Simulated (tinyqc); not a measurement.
# Thin-film resistivity, exact integral against the thick limit

Fuchs-Sondheimer for a film of thickness d, k = d/lam: rho0/rho = 1 - (3 (1 - ps)/(2 k)) int_1^infinity (t^-3 - t^-5)(1 - exp(-k t))/(1 - ps exp(-k t)) dt; thick limit rho/rho0 = 1 + 3 (1 - ps)/(8 k).

Parameters, values chosen for the exercise; metal values close to those of copper:
- rho0 = 1.71 uohm cm (bulk resistivity)
- lam = 40 nm (bulk mean free path)
- ps = 0 (specular share of surface scattering)

Thin-film resistivity, exact integral against the thick limit:
```
d (nm)	k	rho/rho0, exact	thick limit	error of the limit (%)	rho (uohm cm)
2	0.05000	7.728	8.500	9.99	13.21
3.9	0.09750	4.863	4.846	-0.341	8.315
7.5	0.1875	3.216	3.000	-6.73	5.500
15	0.3750	2.197	2.000	-8.99	3.758
28	0.7000	1.662	1.536	-7.60	2.842
55	1.375	1.331	1.273	-4.39	2.276
110	2.750	1.156	1.136	-1.67	1.976
210	5.250	1.077	1.071	-0.506	1.841
400	10.00	1.039	1.038	-0.141	1.777
```

rho/rho0 falls from 7.73 to 1.04. The error of the thick limit goes from 10 through a minimum of -9.0 (at d = 15 nm among the rows listed) to -0.14 %; it stays within 5 % for k of 1.375 and above among the rows listed. The change of sign at small k is a crossing of two different laws, not agreement.

Computed by the program tinyqc: `OMP_NUM_THREADS=1 python tinyqc.py 2100108 2100109 out.jsonl`, one thread of a shared Intel Xeon 2.30GHz, about 0.01 s for the whole run.
